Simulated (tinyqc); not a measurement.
Kinetics of strain relaxation and threading dislocations in mismatched semiconductor layers: one step, computed by the program tinyqc.

60-degree dislocations on {111} planes of a (001) layer, isotropic elasticity. The Schmid factor is 1/sqrt(6), and a misfit segment relieves strain with b/2.

Task: Excess stress and glide velocity at the start. Excess resolved stress tau = (1/sqrt 6) [2 G (1 + nu)/(1 - nu)] (e - e_eq), e_eq = b (1 - nu/4) [ln(h/b) + 1]/(4 pi (1 + nu) h), the Matthews-Blakeslee strain of an uncapped layer; glide velocity v = v0 tau exp(-Q/(k_B T)), tau in MPa.

Inputs (values chosen for the exercise, modelled on Si(0.8)Ge(0.2) on Si):

| quantity | value | unit |
|---|---|---|
| misfit f | 0.0082 | - |
| shear modulus G | 65.9 | GPa |
| Poisson ratio nu | 0.27 | - |
| Burgers vector b | 3.88 | angstrom |
| glide activation energy Q | 2.12 | eV |
| velocity prefactor v0 | 22000 | m/s per MPa |
| layer thickness h | 100 | nm |
| anneal temperature T | 803 | K |

Constants: k_B = 8.617333262e-05 eV/K.

Give: equilibrium strain e_eq; excess stress tau; mobility v/tau; initial velocity.

Result:

equilibrium strain e_eq = 0.0014854

excess stress tau = 628.55 MPa

mobility v/tau = 1.0887e-09 m/s per MPa

initial velocity = 0.68430 micrometre/s
